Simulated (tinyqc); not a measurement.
From results back to parameters: carrier statistics of a doped semiconductor with parabolic bands. Two cases, with inputs chosen for the exercise.

Problem. ni^2 = C^2 (T/300 K)^3 exp(-Eg(T)/kB T) with Eg(T) = Eg0 - al T^2/(T + be). Two intrinsic densities were computed from hidden Eg0 and C = sqrt(Nc Nv) at 300 K.

Constants: kB = 8.617333262e-05 eV/K.

Find: Eg0; C.

Method. y(T) = 2 ln ni - 3 ln(T/300) - al T/((T + be) kB) equals 2 ln C - Eg0/(kB T), a straight line in 1/T; two points give slope and intercept.

Case 1.

Values chosen (near those of InSb; the results hold for these values, not for the real material): al = 0.000336 eV/K (Varshni alpha); be = 167 K (Varshni beta); T1 = 300 K; T2 = 450 K.

ni(T1) = 1.86773e+16 1/cm^3
ni(T2) = 1.84702e+17 1/cm^3

Solution.

Eg0 = 0.235 eV
C = 5.01e+17 1/cm^3

Case 2.

Values chosen (near those of GaAs; the results hold for these values, not for the real material): al = 0.000538 eV/K (Varshni alpha); be = 202 K (Varshni beta); T1 = 260 K; T2 = 410 K.

ni(T1) = 19385.7 1/cm^3
ni(T2) = 1.26294e+10 1/cm^3

Solution.

Eg0 = 1.515 eV
C = 2.00e+18 1/cm^3

Computed by tinyqc, one run a case: `OMP_NUM_THREADS=1 python tinyqc.py N N+1 out.jsonl` with N = 1680264, 1680267; one thread of a shared Intel(R) Xeon(R) Processor @ 2.30GHz, about 0.01 s a run at most.
